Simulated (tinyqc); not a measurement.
What the anneal budget does: two-dimensional dopant profile at a mask edge: lateral junction, overlap and effective channel length. Computed by tinyqc, a small Python program. Command: `OMP_NUM_THREADS=1 python tinyqc.py 3011001 3011002 out.jsonl lateral walk`. One thread of a shared host (Intel(R) Xeon(R) Processor @ 2.30GHz), about 0.01 s of CPU time with the checks.

Ions enter for y < 0; the mask (spacer, then gate) covers y > 0. x is the depth. The surface reflects dopant during the anneal.

Inputs (values chosen for the exercise, modelled on a source-drain extension in silicon):
```
quantity               value    unit
dose Q               2.8e+14  1/cm^2
projected range R_p      5.8      nm
vertical straggle        2.6      nm
lateral straggle         2.3      nm
anneal budget D t    1.1e-14    cm^2
channel doping C_B   2.4e+18  1/cm^3
gate length L_g           52      nm
offset spacer            4.1      nm
```

Method:
- Widths s_x^2 = (vertical straggle)^2 + 2 D t, s_y^2 = (lateral straggle)^2 + 2 D t. C(x, y) = V(x) (1/2) erfc(y/(sqrt2 s_y)), V(x) = Q/(sqrt(2 pi) s_x) [exp(-(x - R_p)^2/(2 s_x^2)) + exp(-(x + R_p)^2/(2 s_x^2))]; 1 nm = 1e-7 cm.
- The lateral junction at depth x solves C = C_B: y_j(x) = sqrt2 s_y erfc^-1(2 C_B/V(x)). Overlap under the gate = y_j(0) - spacer; metallurgical channel L_met = L_g - 2 overlap (tails from the two sides are not added).
- x_j solves V(x) = C_B. Budgets are multiples of the given D t (at 0 the mirror term is kept, which overstates V(0) as implanted); those with V(0) not above 2.5 C_B are left out.

Junctions (nm):
```
multiple     s_x     s_y     x_j  y_j(0)  y_j/x_j   L_met
0.0       2.6000  2.3000  14.175   4.209  0.29694  51.782
0.1       2.6420  2.3473  14.297   4.361  0.30504  51.478
0.3       2.7240  2.4393  14.534   4.653  0.32011  50.895
1.0       2.9933  2.7368  15.310   5.564  0.36346  49.071
2.0       3.3407  3.1129  16.297   6.660  0.40865  46.880
4.0       3.9446  3.7537  17.984   8.415  0.46788  43.371
8.0       4.9356  4.7843  20.683  11.029  0.53324  38.142
16.0      6.4777  6.3632  24.742  14.711  0.59458  30.777
```

What follows from these numbers?

The ratio y_j/x_j goes from 0.30 to 0.59: as implanted, x_j includes R_p and y_j only the lateral straggle; after long diffusion both scale roughly with sqrt(D t) as long as V(0) stays far above C_B, and the ratio stays below 1 because the edge starts from half the concentration and an erfc falls faster than the Gaussian. L_met shrinks by 21.0 nm over the rows.
